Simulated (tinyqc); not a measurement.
Global model of a low-pressure process discharge: electron temperature, density, ion flux and ion energy. From T_e back to height L. Computed by tinyqc, a small Python program. Command: `OMP_NUM_THREADS=1 python tinyqc.py 3113004 3113005 out.jsonl plasma inv`. One thread of a shared host (Intel(R) Xeon(R) Processor @ 2.30GHz), about 0.02 s of CPU time with the checks.

Maxwellian electrons with temperature T_e in eV, one positive ion, no negative ions, uniform bulk density n; rate constants have the Arrhenius form.

Inputs (values chosen for the exercise, of the order of those of an inductive discharge in a simple atomic gas):
```
quantity                     value   unit
ion mass M                    35.5      u
ionisation prefactor K0    2.4e-14  m^3/s
ionisation energy E_iz        15.9     eV
ion-neutral cross section    7e-19    m^2
pressure p                     5.9     Pa
gas temperature T_g            600      K
radius R                        15     cm
```

Constants: k_B = 1.380649e-23 J/K; e = 1.602176634e-19 C; u = 1.6605390666e-27 kg.

Method:
- n_g = p/(k_B T_g); lambda_i = 1/(n_g sigma); h_L = 0.86/sqrt(3 + L/(2 lambda_i)), h_R = 0.8/sqrt(4 + R/lambda_i); A_eff = 2 pi R^2 h_L + 2 pi R L h_R; d_eff = pi R^2 L/A_eff.
- Particle balance: K0 exp(-E_iz/T_e) n_g d_eff = u_B, u_B = sqrt(e T_e/M).
- Root found by bracketing.

Question. A run gave the result below. Find the height L, known to lie between 11 and 23 cm.

T_e = 2.098846 eV

Answer.

Each step takes the trial c = (a f_b - b f_a)/(f_b - f_a), f being the result less the target and a, b, c the logarithms of the listed values; c replaces end b, the old b replaces a if the sign of f changed, and otherwise f_a is halved.

Scan of the range:
```
height L (cm)  T_e (eV)
11.0            2.12748
12.4            2.09180
14.1            2.05691
15.9            2.02732
18.0            1.99972
20.3            1.97569
23.0            1.95343
```

False position (Illinois rule, in the logarithm of the input) inside the bracket:
```
step    end a    end b    trial  T_e (eV)
1     11.0000  12.4000  12.1102   2.09860
2     11.0000  12.1102  12.0907   2.09907
3     12.1102  12.0907  12.1000   2.09885
4     12.0907  12.1000  12.1000   2.09885
```

T_e falls at every point of a 13-point scan of the range (every second point is shown), so one value fits; it is bracketed by 11.0 and 12.4. Answer: height L = 12.10 cm.

Caution: at so short an ion path the formulas for h_L and h_R give way to the ambipolar-diffusion limit.
